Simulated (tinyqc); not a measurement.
Lossy interposer transmission line with skin effect: effect of the width of the strip.

A uniform line in a homogeneous dielectric: c = sqrt(er)/(c0 Z0), l = Z0 sqrt(er)/c0 (c0 = 299792458 m/s), g = w c td, w = 2 pi f. The resistance joins its limits as r = sqrt(r_dc^2 + r_hf^2), with r_dc = rho/(wd th), r_hf = kr rho/(2 delta (wd + th)), delta = sqrt(rho/(pi f mu0)), mu0 = 4 pi 1e-7 H/m; this is an interpolation, and internal inductance, up to 0.05 nH/mm at low frequency, is neglected.

gamma = sqrt((r + i w l)(g + i w c)) = alpha + i beta, Zc = sqrt((r + i w l)/(g + i w c)), roots with positive real part; loss 8.685889638 alpha in dB; phase velocity w/beta. ZL = 1/(1/RL + i w CL); reflection (ZL - Zc)/(ZL + Zc); Zin = Zc (ZL + Zc tanh(gamma len))/(Zc + ZL tanh(gamma len)); H = V_load/V_source = [Zin/(Zin + Rg)]/[cosh(gamma len) + (Zc/ZL) sinh(gamma len)]. Z0 is held fixed by scaling the dielectric height.

Inputs (values chosen for the exercise):

| symbol | value | unit | meaning |
|---|---|---|---|
| th | 0.56 | um | thickness of the strip |
| rho | 2.2 | uohm cm | resistivity |
| er | 3.9 |  | relative permittivity |
| td | 0.01 |  | loss tangent |
| Z0 | 50 | ohm | lossless impedance sqrt(l/c) |
| kr | 1.5 |  | factor for crowding and the return path |
| len | 16 | mm | length |
| Rg | 25 | ohm | source resistance |
| RL | 100 | ohm | load resistance |
| CL | 0 | fF | load capacitance |
| f | 5.4 | GHz | frequency |

Effect of the width of the strip:
```
wd (um),r (ohm/mm),r/(w l),loss (dB/mm),|Zc| (ohm),phase velocity over c0,length in wavelengths,|H| (dB)
2.2,18.80,1.682,1.355,69.95,0.4176,0.6901,-22.41
3.4,12.26,1.097,0.9663,60.92,0.4553,0.6330,-16.24
5.4,7.769,0.6952,0.6510,55.18,0.4816,0.5984,-11.33
8.5,4.957,0.4436,0.4308,52.30,0.4954,0.5818,-7.958
13,3.251,0.2909,0.2893,51.02,0.5016,0.5746,-5.826
21,2.017,0.1805,0.1842,50.40,0.5046,0.5712,-4.272
33,1.285,0.1150,0.1212,50.16,0.5057,0.5699,-3.356
52,0.8163,0.07304,0.08057,50.07,0.5061,0.5694,-2.776
```

As wd goes from 2.2 to 52, the loss falls from 1.35 to 0.0806 dB/mm, |Zc| falls from 69.9 to 50.1 ohm and |H| goes from -22.4 to -2.78 dB, with its highest value among the rows, -2.78 dB, at wd = 52.

Computed by the program tinyqc: `OMP_NUM_THREADS=1 python tinyqc.py 2810138 2810139 out.jsonl`, one thread of a shared Intel Xeon 2.30GHz, about 0.01 s for the whole run.
